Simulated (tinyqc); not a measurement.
Which coupling does what: hole subbands of a hard-walled well, four-band Luttinger model.

Hole energies are counted downwards from the unstrained band edge, c = hbar^2/2m0. After the usual block transformation one block is H = [[P + Q - Zs, R - i S], [R + i S, P - Q + Zs]] in (heavy, light), with P +/- Q = c [(g1 +/- g2) k^2 + (g1 -/+ 2 g2) kz^2], R = sqrt(3) c gR k^2, S = 2 sqrt(3) c g3 k kz, kz = -i d/dz; axial approximation gR = (g2 + g3)/2. Zs = b (e_par - e_perp) is the shear part of the strain (the hydrostatic part shifts all levels alike and is left out). Basis sqrt(2/L) sin(n pi z/L), n = 1 to N, for each component: kz^2 gives (n pi/L)^2 and the heavy-light block is R delta_nm - 2 sqrt(3) c g3 k D_nm with D_nm = 4 n m/(L (n^2 - m^2)) for n + m odd, 0 otherwise. The other block has the same levels. The split-off band is left out.

Constants: hbar^2/2m0 = 3.80998211 eV angstrom^2.

Inputs chosen for the exercise (near those of Ge; not measured data): g1 = 13.31 (Luttinger gamma1); g2 = 4.25 (gamma2); g3 = 5.65 (gamma3); L = 185 angstrom (well width along [001]); k = 0.0151 1/angstrom (wave vector in the plane).

shear strain energy Zs = 0.019318 eV

N = 20, at the given k. Diagonal: R = S = 0. Along [100] and [110] gR is g2 and g3 instead of their mean.

Cases:
```
model
diagonal
R alone
S alone
axial
[100]
[110]
```

Rank the cases by E1, lowest first.

Answer: [110], axial, [100], S alone, R alone, diagonal.

Hole energies (meV):
```
model        E1     E2     E3     E4
diagonal   1.22  17.08  43.50  51.15
R alone    0.13  16.55  43.22  52.24
S alone   -1.35   7.12  29.88  52.28
axial     -2.49   6.88  29.69  52.94
[100]     -2.20   6.95  29.74  52.77
[110]     -2.83   6.79  29.63  53.13
```

The couplings move E1 by -3.72 meV: R alone by -1.09, S alone by -2.57, so S matters more at k L/pi = 0.89 (R grows as k^2 and joins equal n, S as k and joins n of opposite parity). Warping spreads E1 by 0.63 meV between [100] and [110], the hole being heavier along [110]; the axial value lies between them.

Run: tinyqc, `OMP_NUM_THREADS=1 python tinyqc.py 1250044 1250045 out.jsonl`; Intel(R) Xeon(R) Processor @ 2.30GHz, one thread, shared host; about 0.1 s of CPU time with all checks.
